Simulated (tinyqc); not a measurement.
Raising U: Hubbard ring of 6 sites, mean field against exact. Computed by the program tinyqc. Collinear unrestricted mean field (the lowest of 40 random starts) against exact diagonalisation.

one-body matrix (hopping and site energies) (eV):
```
         1        2        3        4        5        6
1   0.0000  -0.6900   0.0000   0.0000   0.0000  -0.6900
2  -0.6900   0.0000  -0.6900   0.0000   0.0000   0.0000
3   0.0000  -0.6900   0.0000  -0.6900   0.0000   0.0000
4   0.0000   0.0000  -0.6900   0.0000  -0.6900   0.0000
5   0.0000   0.0000   0.0000  -0.6900   0.0000  -0.6900
6  -0.6900   0.0000   0.0000   0.0000  -0.6900   0.0000
```

electrons, up and down: 3  2

Exact and mean-field results (eV):

| U | U/t | E exact | E mean field | mean \|n_up - n_down\| | double occupancy, exact | first gap in the sector |
|---|---|---|---|---|---|---|
| 0.340 | 0.493 | -4.50568 | -4.49157 | 0.180 | 0.151 | 0.000 |
| 0.690 | 1.000 | -4.20426 | -4.14671 | 0.198 | 0.136 | 0.000 |
| 1.380 | 2.000 | -3.70193 | -3.48165 | 0.254 | 0.107 | 0.000 |
| 2.070 | 3.000 | -3.30876 | -2.85882 | 0.368 | 0.083 | 0.000 |
| 2.760 | 4.000 | -3.00492 | -2.39003 | 0.607 | 0.064 | 0.000 |
| 4.140 | 6.000 | -2.58669 | -1.91992 | 0.741 | 0.039 | 0.000 |
| 5.520 | 8.000 | -2.32466 | -1.68288 | 0.783 | 0.025 | 0.000 |
| 8.280 | 12.000 | -2.02646 | -1.44638 | 0.812 | 0.013 | 0.000 |
| 13.800 | 20.000 | -1.76540 | -1.25782 | 0.826 | 4.88e-03 | 0.000 |

What does the comparison show, and why?

In absolute terms mean field is worst at U/t = 6.0, 0.667 eV too high: at small U it is nearly exact, and at large U it still misses the motion of the hole through a fluctuating spin background. Relative to the exact energy its error is 0.3 % at the smallest U, 29 % at most and 29 % at the largest. The double occupancy falls from 0.151 to 0.005.
